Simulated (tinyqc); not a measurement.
CIS on RHF in the sto-3g basis, for H3-, spin multiplicity 1, step by step. The basis has no diffuse functions, so it cannot describe the extra electron: this is an exercise in the method, not the real anion. One step of it, computed by the program tinyqc.

Question. Integrals over molecular orbitals. (pq|rs) = sum C_ip C_jq C_kr C_ls (ij|kl), one index at a time.

coefficients C, order 1H 1s, 2H 1s, 3H 1s:
```
[[0.503014, 0.000000, 1.299721],
 [0.385639, 0.762370, -0.838675],
 [0.385639, -0.762370, -0.838675]]
```

core Hamiltonian H = T + V (hartree), order 1H 1s, 2H 1s, 3H 1s:
```
[[-1.538010, -0.927960, -0.927960],
 [-0.927960, -1.280344, -0.269124],
 [-0.927960, -0.269124, -1.280344]]
```

Two-electron integrals (ij|kl) in chemists' order, unique and non-zero (hartree):
```
(11|11) 0.774606   (21|11) 0.332536   (21|21) 0.179262   (22|11) 0.494291
(22|21) 0.332536   (22|22) 0.774606   (31|11) 0.332536   (31|21) 0.133093
(31|22) 0.191768   (31|31) 0.179262   (32|11) 0.083919   (32|21) 0.039845
(32|22) 0.067153   (32|31) 0.039845   (32|32) 0.010233   (33|11) 0.494291
(33|21) 0.191768   (33|22) 0.276873   (33|31) 0.332536   (33|32) 0.067153
(33|33) 0.774606
```

Give: one-electron integrals over orbitals h = C^T H C; Two-electron integrals over orbitals.

Answer.

one-electron integrals over orbitals h = C^T H C (hartree):
```
[[-1.5700, 0.0000, -0.1505],
 [0.0000, -1.1755, 0.0000],
 [-0.1505, 0.0000, -0.7318]]
```

Two-electron integrals over orbitals (pq|rs), unique and non-zero (hartree):
```
(11|11) 0.5599    (21|21) 0.1631    (22|11) 0.4994    (22|22) 0.5427
(31|11) 0.0809    (31|22) -0.0347   (31|31) 0.1334    (32|21) -0.1391
(32|32) 0.1409    (33|11) 0.5865    (33|22) 0.5221    (33|31) 0.0979
(33|33) 0.6508
```
